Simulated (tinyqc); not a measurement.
# Small-signal admittance of a forward-biased p+-n diode: two studies

Holes injected into a neutral base of width wb with an ohmic contact at its end; low injection, p0 far above the equilibrium density. A small voltage v exp(i w t), w = 2 pi f, modulates the edge density by p0 v/Vt, and the small-signal density obeys Dp d2p/dx2 = (1/tau + i w) p.

Inputs (values chosen for the exercise); permittivity close to that of silicon:
```
symbol   value      unit                                   meaning
T          300         K                               temperature
eps_r     11.7                               relative permittivity
Nd      1.4e15     cm^-3                 donor density of the base
Dp         8.5    cm^2/s                hole diffusion coefficient
tau       3e-7         s                             hole lifetime
wb          19        um                 width of the neutral base
p0      7.1e13     cm^-3  excess hole density at the junction edge
Na        2e19     cm^-3           acceptor density of the p+ side
Rs       0.002  ohm cm^2                         series resistance
f        1.9e5        Hz                          signal frequency
```

Constants: q = 1.602176634e-19 C, kB = 1.380649e-23 J/K, Vt = kB T/q, eps0 = 8.8541878128e-14 F/cm where lengths are in cm. Results are converted to the units shown.

Each table varies one quantity; the others keep the values above.

## Admittance against frequency

L = sqrt(Dp tau); direct current J = (q Dp p0/L) coth(wb/L); k = sqrt(1 + i w tau)/L; diffusion admittance Y = (q Dp p0/Vt) k coth(k wb) = G + i w C_diff; junction capacitance C_j = sqrt(q eps0 eps_r Nd/(2 Vr)) in the depletion approximation, with the remaining barrier Vr = Vt ln(Na/p0), a rough value under forward bias; base-width modulation is left out. Measured admittance 1/[Rs + 1/(Y + i w C_j)].

The same in every row: C_j (uF/cm^2) = 0.018925.

Results:

| f (Hz) | w tau | G (S/cm^2) | C_diff (uF/cm^2) | measured G (S/cm^2) | measured C (uF/cm^2) | phase of the measured Y (degrees) |
|---|---|---|---|---|---|---|
| 2000 | 0.0037699 | 2.8201 | 0.23501 | 2.8043 | 0.25110 | 0.064468 |
| 10000 | 0.018850 | 2.8202 | 0.23501 | 2.8043 | 0.25110 | 0.32234 |
| 2e5 | 0.37699 | 2.8287 | 0.23472 | 2.8130 | 0.25080 | 6.3926 |
| 7e5 | 1.3195 | 2.9226 | 0.23147 | 2.9080 | 0.24749 | 20.522 |
| 3e6 | 5.6549 | 4.1623 | 0.19000 | 4.1582 | 0.20548 | 42.968 |
| 1e7 | 18.850 | 7.3949 | 0.11143 | 7.4155 | 0.12655 | 46.998 |
| 5e7 | 94.248 | 16.164 | 0.050908 | 16.531 | 0.065410 | 51.184 |
| 2e8 | 376.99 | 32.200 | 0.025556 | 35.377 | 0.038832 | 54.060 |

Estimate the missing row, f = 40000 Hz.

Computed row:

| f (Hz) | w tau | G (S/cm^2) | C_diff (uF/cm^2) | measured G (S/cm^2) | measured C (uF/cm^2) | phase of the measured Y (degrees) |
|---|---|---|---|---|---|---|
| 40000 | 0.075398 | 2.8205 | 0.23500 | 2.8047 | 0.25109 | 1.2889 |

With this row back in the table: G starts at J/Vt = 2.82 S/cm^2 and C_diff at (J tau/(2 Vt))(1 - 2 x/sinh 2x) = 0.235 uF/cm^2, x = wb/L = 1.19. Between the last two rows G goes as f^(0.50) and C_diff as f^(-0.50); the limits are 1/2 and -1/2, reached when the signal penetrates only sqrt(Dp/w). The measured C is 1.1 % below C_diff + C_j in the first row and 13 % below it in the last, the difference being due to Rs.

## Effect of the hole lifetime

Same model as above.

The same in every row: C_j (uF/cm^2) = 0.018925.

Results:

| tau (s) | w tau | G (S/cm^2) | C_diff (uF/cm^2) | measured G (S/cm^2) | measured C (uF/cm^2) | phase of the measured Y (degrees) |
|---|---|---|---|---|---|---|
| 3e-9 | 0.0035814 | 23.422 | 0.035133 | 22.374 | 0.049328 | 0.15080 |
| 1e-8 | 0.011938 | 12.829 | 0.064139 | 12.508 | 0.078960 | 0.43178 |
| 6e-8 | 0.071628 | 5.2914 | 0.15035 | 5.2360 | 0.16575 | 2.1642 |
| 1e-6 | 1.1938 | 2.2496 | 0.26342 | 2.2397 | 0.27982 | 8.4831 |
| 6e-6 | 7.1628 | 2.0257 | 0.27564 | 2.0178 | 0.29219 | 9.8077 |
| 3e-5 | 35.814 | 1.9890 | 0.27770 | 1.9813 | 0.29428 | 10.055 |

Estimate the missing row, tau = 3e-7 s.

Computed row:

| tau (s) | w tau | G (S/cm^2) | C_diff (uF/cm^2) | measured G (S/cm^2) | measured C (uF/cm^2) | phase of the measured Y (degrees) |
|---|---|---|---|---|---|---|
| 3e-7 | 0.35814 | 2.8279 | 0.23475 | 2.8121 | 0.25083 | 6.0780 |

With this row back in the table: As tau goes from 3e-9 to 3e-5, G falls from 23.4 to 1.99 S/cm^2, C_diff rises from 0.0351 to 0.278 uF/cm^2 and the measured C rises from 0.0493 to 0.294 uF/cm^2. C_diff exceeds C_j in every row.

tinyqc, about 0.01 s, one thread, Intel Xeon 2.30GHz (shared host): `OMP_NUM_THREADS=1 python tinyqc.py 2890180 2890181 out.jsonl`
